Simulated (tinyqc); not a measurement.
Mobility, diffusion coefficient and lifetime from two collectors.

Inverse problem. For an injected sheet in a field F the peak time tp at distance L obeys u^2 tp^2 + 2 D tp = L^2 with u^2 = v^2 + 4 D/tau, and the pulse area goes as exp(L (v - u)/(2 D)); v = mu F. Find u, D, mu and tau without using the Einstein relation.

Parameters, values chosen for the exercise: sweep field along the drift F = 19 V/cm.

distances (um): [31, 73]
peak times (us): [0.177787215, 0.496589723]
ratio of the areas, far over near = 0.503716024

Solution. The two peak times give two linear equations for u^2 and D; the area ratio gives v - u, and u^2 - v^2 = 4 D/tau gives tau.

u = 1.29e4 cm/s
D = 12.2 cm^2/s
mu = 471 cm^2/(V s)
tau = 5.60e-7 s

Numbers from tinyqc (`OMP_NUM_THREADS=1 python tinyqc.py 2310116 2310117 out.jsonl`; about 0.01 s on one thread of a shared Intel Xeon 2.30GHz).
